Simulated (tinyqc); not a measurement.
Absorption coefficient and reflectance from two thicknesses.

Question. With transparent contact layers the responsivity is (1 - Rf)(1 - exp(-al wi)) q lam/(h c). The second absorber is twice as thick as the first. Find al and Rf.

Inputs (values chosen for the exercise):
```
symbol  value  unit     meaning
lam       280    nm  wavelength
```

Constants: q = 1.602176634e-19 C, h = 6.62607015e-34 J s, c = 299792458 m/s. Results are converted to the units shown.

responsivity for wi = 0.23 and 0.46 um (A/W): [0.058973252, 0.10083548]

Solution. The ratio of the responsivities is 1 + exp(-al w1), which gives al; either value then gives 1 - Rf.

al = 1.49e4 1/cm
Rf = 0.100

Computed by the program tinyqc: `OMP_NUM_THREADS=1 python tinyqc.py 2250109 2250110 out.jsonl`, one thread of a shared Intel Xeon 2.30GHz, about 0.01 s for the whole run.
